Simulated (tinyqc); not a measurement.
Thermal boundary conductance by the acoustic and diffuse mismatch models: one step, computed by the program tinyqc. Command: `OMP_NUM_THREADS=1 python tinyqc.py 3029549 3029550 out.jsonl kapitza walk`. One thread of a shared host (Intel(R) Xeon(R) Processor @ 2.30GHz), about 0.01 s of CPU time with the checks.

Each side has one longitudinal and two transverse Debye branches, omega = v q up to q_D = (6 pi^2 n)^(1/3), with n counting all atoms. Scattering at the interface is elastic. Electrons are left out of G, also for metals. Melting is ignored. G refers to the temperatures of the phonons sent towards the interface. Linear branches over all atoms overstate G at high T, most for crystals with several atoms a cell.

Question. Boundary conductance. G = (k_B^4 T^3/(8 pi^2 hbar^3)) int W(x) x^4 e^x/(e^x - 1)^2 dx, x = hbar omega/(k_B T). Acoustic mismatch: W = sum over the three branches of alpha(1 to 2)/v_1^2, each up to the lower of its two cut-offs. Diffuse mismatch: W = S_1 S_2/(S_1 + S_2), where S_i sums 1/v^2 over the branches of side i still below their cut-off. Radiation limit: W = min(S_1, S_2). The integral is split at the four cut-offs (64 Gauss-Legendre points a piece, x at most 45). Boundary resistance R = 1/G and Kapitza length kappa_2/G use the diffuse value.

Inputs (values chosen for the exercise, modelled on lead (side 1) and gold (side 2)): conductivity kappa_2 = 315 W/(m K); temperature T = 77 K.

Structure: superlattice.

Branches:
```
branch,v (m/s),cut-off (K),Z (1e6 kg/(m^2 s))
"L, side 1",2390,227.5396,27.2460
"T, side 1",946,90.0638,10.7844
"L, side 2",3330,385.0821,64.2690
"T, side 2",1280,148.0195,24.7040
```

Transmission:
```
branch,t at normal incidence,largest angle from side 1 (deg),"alpha, 1 to 2","alpha, 2 to 1"
L,0.8363339,45.86637,0.3682463,0.7148766
T,0.8461560,47.65162,0.4955742,0.9072904
```

Constants: k_B = 1.380649e-23 J/K; hbar = 1.054571817e-34 J s.

Give: G, acoustic mismatch; G, diffuse mismatch; G, radiation limit; boundary resistance R; Kapitza length in side 2.

Answer.

G, acoustic mismatch = 165.5 MW/(m^2 K)

G, diffuse mismatch = 157.2 MW/(m^2 K)

G, radiation limit = 224.7 MW/(m^2 K)

boundary resistance R = 6.361 m^2 K/GW

Kapitza length in side 2 = 2004 nm

The diffuse value is 0.95 times the acoustic one and 70 % of the radiation limit. Diffuse scattering lowers G here: it sends back a share of the phonons that specular transmission lets pass. Caution: kappa_2 is of room-temperature size, so the Kapitza length is only nominal at this T. Caution: at this temperature short waves carry the heat; linear branches up to q_D overstate their velocity, and inelastic processes, left out here, grow with T.
